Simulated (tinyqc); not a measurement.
# Thickness of the second layer from the transmission

Question. A two-layer stack carries the voltage V: F1 = V/(t1 + t2 eps1/eps2), F2 = F1 eps1/eps2; U = phi1 - F1 x in layer 1 and phi2 - F1 t1 - F2 (x - t1) in layer 2. T = exp(-S) at E = 0, C = hbar^2/(2 m0). Each layer adds (2/F) sqrt(m/C) [G(u at its left edge) - G(u at its right edge)] to S, with u = U - E (0 where negative) and G(u) = (2/3) u^1.5. Find t2, known to lie between 0.3 and 6 nm, and F1.

Inputs (values chosen for the exercise):
```
symbol  value  unit                                                        meaning
phi1     2.66    eV  barrier of layer 1 above the emitter Fermi level at zero bias
m1       0.38    m0                                     tunnelling mass of layer 1
t1        0.9    nm                                           thickness of layer 1
eps1     9.02                                     relative permittivity of layer 1
phi2     1.46    eV                                barrier of layer 2 at zero bias
m2        0.2    m0                                     tunnelling mass of layer 2
eps2       23                                     relative permittivity of layer 2
V         0.6     V                                  voltage across the dielectric
```

Constants: q = 1.602176634e-19 C, hbar = 1.054571817e-34 J s, m0 = 9.1093837015e-31 kg, hbar^2/(2 m0) = 0.0380998212 eV nm^2. Results are converted to the units shown.

T at E = 0 = 1.3215605e-8

Answer. Over that range S rises steadily with t2, so S = -ln T has one root, found by bisection.

t2 = 2.000 nm
F1 = 3.562 MV/cm

Program tinyqc, `OMP_NUM_THREADS=1 python tinyqc.py 2540058 2540059 out.jsonl`; Intel Xeon 2.30GHz, shared host, one thread, about 0.04 s.
